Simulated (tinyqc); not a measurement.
Coupled-perturbed Hartree-Fock on RHF in the 3-21g basis, for H-, spin multiplicity 1, step by step. The basis has no diffuse functions, so it cannot describe the extra electron: this is an exercise in the method, not the real anion. The polarisability along this axis is zero because the basis has no function that the field can mix in; the real value is not. One step of it, computed by the program tinyqc.

Task: Iteration 1: building the Fock matrix. J_ij = sum D_kl (ij|kl), K_ij = sum D_kl (ik|jl); F = H + J - 0.5 K; E = tr D H + tr D J / 2 - 0.25 tr D K + E_nn.

D at the start, order 1H 1s, 1H 2s:
```
[[0.075038, 0.334671],
 [0.334671, 1.492635]]
```

core Hamiltonian H = T + V (hartree), order 1H 1s, 1H 2s:
```
[[-0.171513, -0.489511],
 [-0.489511, -0.408216]]
```

Two-electron integrals (ij|kl) in chemists' order, unique and non-zero (hartree):
```
(11|11) 1.140145   (21|11) 0.611403   (21|21) 0.345152   (22|11) 0.626370
(22|21) 0.380329   (22|22) 0.482957
```

nuclear repulsion = 0 hartree

Give: Coulomb J; exchange K; Fock matrix F; total energy of this density.

Result:

Coulomb J (hartree), order 1H 1s, 1H 2s:
```
[[1.4297, 0.8446],
 [0.8446, 1.0225]]
```

exchange K (hartree), order 1H 1s, 1H 2s:
```
[[1.0100, 0.9387],
 [0.9387, 1.0013]]
```

Fock matrix F (hartree), order 1H 1s, 1H 2s:
```
[[0.7532, -0.1143],
 [-0.1143, 0.1136]]
```

total energy of this density = -0.400149 hartree
